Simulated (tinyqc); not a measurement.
UHF in the sto-3g basis, for H3, spin multiplicity 2, step by step. This run ends on a higher stationary point, not on the lowest solution. One step of it, computed by the program tinyqc.

Question. Iteration 1: building the Fock matrix. J_ij = sum D_kl (ij|kl) with D = D(alpha) + D(beta), K_ij = sum D_kl (ik|jl) for each spin; F = H + J - K(s); E = tr D H + tr D J / 2 - 0.5 sum_s tr D(s) K(s) + E_nn.

D(alpha) at the start:
```
           1H 1s      2H 1s      3H 1s
1H 1s   0.449548   0.451942  -0.382881
2H 1s   0.451942   0.454362  -0.388402
3H 1s  -0.382881  -0.388402   1.329059
```

D(beta) at the start:
```
          1H 1s     2H 1s     3H 1s
1H 1s  0.191734  0.191602  0.168790
2H 1s  0.191602  0.191471  0.168674
3H 1s  0.168790  0.168674  0.148592
```

core Hamiltonian H = T + V (hartree):
```
           1H 1s      2H 1s      3H 1s
1H 1s  -1.421999  -0.874466  -0.795113
2H 1s  -0.874466  -1.421824  -0.794663
3H 1s  -0.795113  -0.794663  -1.390539
```

Two-electron integrals (ij|kl) in chemists' order, unique and non-zero (hartree):
```
(11|11) 0.774606   (21|11) 0.289009   (21|21) 0.140096   (22|11) 0.463630
(22|21) 0.289009   (22|22) 0.774606   (31|11) 0.255955   (31|21) 0.111340
(31|22) 0.203835   (31|31) 0.113073   (32|11) 0.203759   (32|21) 0.111280
(32|22) 0.255768   (32|31) 0.101596   (32|32) 0.112927   (33|11) 0.439667
(33|21) 0.216890   (33|22) 0.439529   (33|31) 0.255955   (33|32) 0.255768
(33|33) 0.774606
```

nuclear repulsion = 1.44811460 hartree

Give: Coulomb J; exchange K(alpha); exchange K(beta); F(alpha); F(beta); total energy of this density.

Answer.

Coulomb J (hartree):
```
        1H 1s   2H 1s   3H 1s
1H 1s  1.6187  0.7762  0.7242
2H 1s  0.7762  1.6194  0.7239
3H 1s  0.7242  0.7239  1.7676
```

exchange K(alpha) (hartree):
```
        1H 1s   2H 1s   3H 1s
1H 1s  0.5409  0.4261  0.3129
2H 1s  0.4261  0.5424  0.3121
3H 1s  0.3129  0.3121  0.8288
```

exchange K(beta) (hartree):
```
        1H 1s   2H 1s   3H 1s
1H 1s  0.4269  0.3479  0.3158
2H 1s  0.3479  0.4266  0.3156
3H 1s  0.3158  0.3156  0.3700
```

F(alpha) (hartree):
```
         1H 1s    2H 1s    3H 1s
1H 1s  -0.3442  -0.5243  -0.3838
2H 1s  -0.5243  -0.3448  -0.3829
3H 1s  -0.3838  -0.3829  -0.4518
```

F(beta) (hartree):
```
         1H 1s    2H 1s    3H 1s
1H 1s  -0.2302  -0.4461  -0.3867
2H 1s  -0.4461  -0.2290  -0.3864
3H 1s  -0.3867  -0.3864   0.0070
```

total energy of this density = -1.368887 hartree
